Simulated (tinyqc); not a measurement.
Inside a calculation: square lattice in a magnetic field (Harper-Hofstadter model). Values are carried at full precision from step to step, so a last printed digit may differ when a step is redone from the rounded ones.

Constants: h/e = 413566.7697 T angstrom^2.

Values chosen for the exercise: p = 5 (flux per plaquette p/q, in units of h/e); q = 7; a = 800 angstrom (period); tx = 1 meV (hopping along x); ty = 1 meV (hopping along y); k = (0.233, 0.333) (kx, ky).

## The field behind the flux

B = (p/q)(h/e)/a^2, and the field for one flux quantum a cell.

B = 0.4616 T
field for one quantum = 0.6462 T

## The Harper matrix

Landau gauge, lattice period 1: the magnetic cell has q sites j = 0 to q - 1 along x. H_jj = -2 ty cos(ky + 2 pi p j/q), H_(j,j+1) = -tx, and the bond from q - 1 back to 0 is H_(q-1,0) = -tx exp(i q kx). The levels depend on k only through cos(q kx) and cos(q ky), so the band edges lie at (0, 0) and (pi/q, pi/q).

Fill it in at the given k.

H(k) (meV), rows 0, 1, 2, 3, 4, 5, 6 and columns alike:
```
[[-1.8901, -1.0000, 0, 0, 0, 0, 0.0602+0.9982i],
 [-1.0000, -0.2168, -1.0000, 0, 0, 0, 0],
 [0, -1.0000, 1.9866, -1.0000, 0, 0, 0],
 [0, 0, -1.0000, -0.6673, -1.0000, 0, 0],
 [0, 0, 0, -1.0000, -1.6896, -1.0000, 0],
 [0, 0, 0, 0, -1.0000, 1.4193, -1.0000],
 [0.0602-0.9982i, 0, 0, 0, 0, -1.0000, 1.0580]]
```

## Levels at that k

Diagonalise; the trace is a check.

levels (meV): [-2.6742, -2.5223, -0.6720, -0.0658, 0.7489, 2.4798, 2.7056]

trace = 0.0000 meV

## Band edges

Diagonalise at (0, 0) and (pi/q, pi/q).

Bands (meV):
```
band   bottom      top   width  gap above
1     -2.7249  -2.6129  0.1120     0.0203
2     -2.5926  -2.4510  0.1417     1.6490
3     -0.8019  -0.5832  0.2188     0.3941
4     -0.1890   0.1890  0.3781     0.3941
5      0.5832   0.8019  0.2188     1.6490
6      2.4510   2.5926  0.1417     0.0203
7      2.6129   2.7249  0.1120          -
```

The bands cover 1.323 meV of the zero-field width 4 (tx + ty) = 8.0 meV.

## Hall conductance of the gaps

Gap r (r bands filled) has sigma_xy = t_r e^2/h in size and relative sign, where r = q s_r + p t_r with integers and |t_r| <= q/2; the Chern number of band r is t_r - t_(r-1), with t_0 = t_q = 0.

Integers:
```
r  t_r  s_r  Chern number of band r
1    3   -2                       3
2   -1    1                      -4
3    2   -1                       3
4   -2    2                      -4
5    1    0                       3
6   -3    3                      -4
7    0    1                       3
```

The first gap carries t = 3; a single Landau level would carry 1.

## Checks

- Size of the Chern number of band 1 from plaquette phases against the integer equation: both 3.00.

tinyqc: `OMP_NUM_THREADS=1 python tinyqc.py 1281615 1281616 out.jsonl`; about 0.04 s, one thread, shared Intel(R) Xeon(R) Processor @ 2.30GHz.
